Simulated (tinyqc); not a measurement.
Length of a molecular wire: coherent transport through a tight-binding bridge. Computed by the program tinyqc. 

A uniform bridge between two chains:
```
parameter                        value
site energy (eV)              1.660000
hopping in the bridge (eV)    0.810000
lead hopping (eV)             2.610000
couplings (eV)              0.39, 0.33
E (eV)                        0.280000
```

T = Gamma_L Gamma_R |G_1n|^2 with the self-energies of semi-infinite chains.

Transmission against length:
```
sites           T    ln T
2      4.0024e-03  -5.521
3      6.0590e-03  -5.106
4      2.6618e-02  -3.626
5      1.3665e-01  -1.990
6      9.3033e-03  -4.677
7      4.3830e-03  -5.430
8      4.2213e-03  -5.468
9      8.0566e-03  -4.821
10     7.3588e-02  -2.609
```

E lies inside the band of the bridge (|E - e|/2h = 0.852 < 1): T does not decay but oscillates with length, between 0.004 and 0.137 here, as levels of the bridge pass E.
